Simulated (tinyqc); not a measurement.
Which input was changed? Model: Hall factor, magnetoresistance and optical conductivity for a power-law relaxation time. Computed by tinyqc, a small Python program. Command: `OMP_NUM_THREADS=1 python tinyqc.py 3030434 3030435 out.jsonl magneto which`. One thread of a shared host (Intel(R) Xeon(R) Processor @ 2.30GHz), about 0.1 s of CPU time with the checks.

One spherical parabolic band, tau(E) = tau_0 x^s with x = E/(k_B T). Landau quantisation is left out.

Inputs (values chosen for the exercise, with a mass close to that of electrons in germanium): effective mass m = 0.13 m_0; exponent s = -0.5; tau_0 = 47 fs; reduced Fermi level eta = 7.5; temperature T = 77 K; magnetic field B = 7.9 T.

Constants: m_0 = 9.1093837015e-31 kg; k_B = 1.380649e-23 J/K; hbar = 1.054571817e-34 J s; e = 1.602176634e-19 C.

Method:
- <y> = int y x^(3/2) f (1 - f) dx / int x^(3/2) f (1 - f) dx, f = 1/(1 + exp(x - eta)).
- Integrals over x = E/(k_B T) use 160 Gauss-Legendre points in u = sqrt(x) from 0 to sqrt(max(eta, 0) + 45).
- n = (2 m k_B T)^(3/2)/(3 pi^2 hbar^3) int x^(3/2) f (1 - f) dx; moments in units of tau_0.
- mu = e <tau>/m; weak field r_H = <tau^2>/<tau>^2 and MR = c (mu B)^2, c = <tau^3>/<tau>^3 - r_H^2; strong field r_H = 1 and MR = <tau> <1/tau> - 1.
- With w_c = e B/m: sigma_xx = (n e^2/m) <tau/(1 + w_c^2 tau^2)>, sigma_xy = (n e^2/m) <w_c tau^2/(1 + w_c^2 tau^2)>; r_H = (n e/B) sigma_xy/(sigma_xx^2 + sigma_xy^2); MR = sigma_0 sigma_xx/(sigma_xx^2 + sigma_xy^2) - 1, sigma_0 = n e^2 <tau>/m.

Problem. One of these inputs alone was changed, within the range given: effective mass m (0.065 to 0.26); tau_0 (23.5 to 94); temperature T (38.5 to 154); magnetic field B (3.95 to 15.8). Which one, and to what value?

Results:
```
run     sigma_xx (S/cm)  magnetoresistance MR (%)  Hall factor r_H
before          85.0666                0.04946416         1.013289
after          102.3411                0.04946416         1.013289
```

Solution.

Each candidate set to reproduce sigma_xx, and what it then gives:
```
candidate               range searched  value needed  magnetoresistance MR (%)  Hall factor r_H
effective mass m (m_0)   0.065 to 0.26        0.1822                  0.025888           1.0136
tau_0 (fs)                  23.5 to 94         57.45                  0.072013           1.0130
temperature T (K)          38.5 to 154         87.10                  0.049464           1.0133
magnetic field B (T)      3.95 to 15.8  out of reach                         -                -
```

Only temperature T fits every result: it went from 77 to 87.1 K. The next best candidate, tau_0, misses one result by 46 %.
